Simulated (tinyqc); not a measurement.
MP2 on RHF in the 6-311g basis, for H2, spin multiplicity 1, step by step. One step of it, computed by the program tinyqc.

Problem. Second-order Moller-Plesset energy. E2 = sum_ijab (ia|jb) [2 (ia|jb) - (ib|ja)] / (e_i + e_j - e_a - e_b) over occupied i, j and virtual a, b; the opposite-spin part is (ia|jb)^2 / denominator, the rest is same-spin, and SCS-MP2 scales them by 6/5 and 1/3.

orbital energies (hartree): MO1 -0.559721, MO2 0.147809, MO3 0.316486, MO4 0.598111, MO5 2.566496, MO6 2.611509

Two-electron integrals over orbitals (pq|rs), unique and non-zero (hartree):
```
(11|11) 0.608114    (21|21) 0.058125    (22|11) 0.357907    (22|22) 0.305747
(31|11) -0.127272   (31|22) -0.031145   (31|31) 0.054627    (32|21) 0.019625
(32|32) 0.034752    (33|11) 0.360587    (33|22) 0.276881    (33|31) -0.037637
(33|33) 0.281731    (41|21) -0.069402   (41|32) -0.000721   (41|41) 0.102451
(42|11) -0.138869   (42|22) -0.051510   (42|31) 0.043713    (42|33) -0.048639
(42|42) 0.059401    (43|21) 0.039244    (43|32) 0.016994    (43|41) -0.046281
(43|43) 0.033258    (44|11) 0.481484    (44|22) 0.331144    (44|31) -0.082118
(44|33) 0.311162    (44|42) -0.103537   (44|44) 0.418829    (51|11) -0.078712
(51|22) -0.013792   (51|31) 0.045104    (51|33) -0.021495   (51|42) 0.028629
(51|44) -0.056719   (51|51) 0.078928    (52|21) -0.004590   (52|32) 0.004353
(52|41) 0.012993    (52|43) -0.010115   (52|52) 0.014117    (53|11) 0.100668
(53|22) 0.034185    (53|31) -0.037811   (53|33) 0.034543    (53|42) -0.036039
(53|44) 0.070754    (53|51) -0.041755   (53|53) 0.034745    (54|21) 0.015214
(54|32) -0.018587   (54|41) -0.039647   (54|43) 0.015287    (54|52) -0.022403
(54|54) 0.048628    (55|11) 0.616470    (55|22) 0.354412    (55|31) -0.136108
(55|33) 0.360726    (55|42) -0.143942   (55|44) 0.490554    (55|51) -0.122054
(55|53) 0.120981    (55|55) 0.681544    (61|21) -0.028930   (61|32) 0.016961
(61|41) 0.060960    (61|43) -0.029800   (61|52) 0.030395    (61|54) -0.061082
(61|61) 0.085482    (62|11) -0.027389   (62|22) 0.009231    (62|31) 0.022665
(62|33) -0.002922   (62|42) 0.007054    (62|44) -0.014163   (62|51) 0.036462
(62|53) -0.016593   (62|55) -0.049135   (62|62) 0.024448    (63|21) 0.031667
(63|32) -0.003671   (63|41) -0.050375   (63|43) 0.022457    (63|52) -0.012219
(63|54) 0.031864    (63|61) -0.045658   (63|63) 0.032405    (64|11) 0.138083
(64|22) 0.031147    (64|31) -0.060203   (64|33) 0.044881    (64|42) -0.048253
(64|44) 0.092141    (64|51) -0.073823   (64|53) 0.050434    (64|55) 0.176627
(64|62) -0.037746   (64|64) 0.088280    (65|21) 0.096156    (65|32) 0.002282
(65|41) -0.143111   (65|43) 0.073221    (65|52) -0.039482   (65|54) 0.089417
(65|61) -0.129870   (65|63) 0.089483    (65|65) 0.269967    (66|11) 0.640440
(66|22) 0.369550    (66|31) -0.149295   (66|33) 0.366832    (66|42) -0.155408
(66|44) 0.516331    (66|51) -0.151368   (66|53) 0.136305    (66|55) 0.718665
(66|62) -0.056907   (66|64) 0.198166    (66|66) 0.775107
```

Hartree-Fock energy = -1.11790588 hartree

Give: Terms; Pair energies; MP2 correlation energy; SCS-MP2 correlation energy; MP2 total energy.

Solution.

Terms:
```
i  j  a  b  (ia|jb)  (ib|ja)  denominator       term
1  1  4  4    0.102    0.102       -2.316  -4.53e-03
1  1  4  2   -0.069   -0.069       -1.865  -2.58e-03
1  1  2  4   -0.069   -0.069       -1.865  -2.58e-03
1  1  2  2    0.058    0.058       -1.415  -2.39e-03
1  1  3  3    0.055    0.055       -1.752  -1.70e-03
1  1  6  6    0.085    0.085       -6.342  -1.15e-03
1  1  5  5    0.079    0.079       -6.252  -9.96e-04
1  1  6  4    0.061    0.061       -4.329  -8.58e-04
1  1  4  6    0.061    0.061       -4.329  -8.58e-04
1  1  5  3    0.045    0.045       -4.002  -5.08e-04
1  1  3  5    0.045    0.045       -4.002  -5.08e-04
1  1  2  6   -0.029   -0.029       -3.879  -2.16e-04
1  1  6  2   -0.029   -0.029       -3.879  -2.16e-04
```

Pair energies (hartree; pair i-j sums ij and ji):
```
pair  opposite spin  same spin
1-1          -0.019          0
```

MP2 correlation energy = -0.01910 hartree

SCS-MP2 correlation energy = -0.02292 hartree

MP2 total energy = -1.13701 hartree
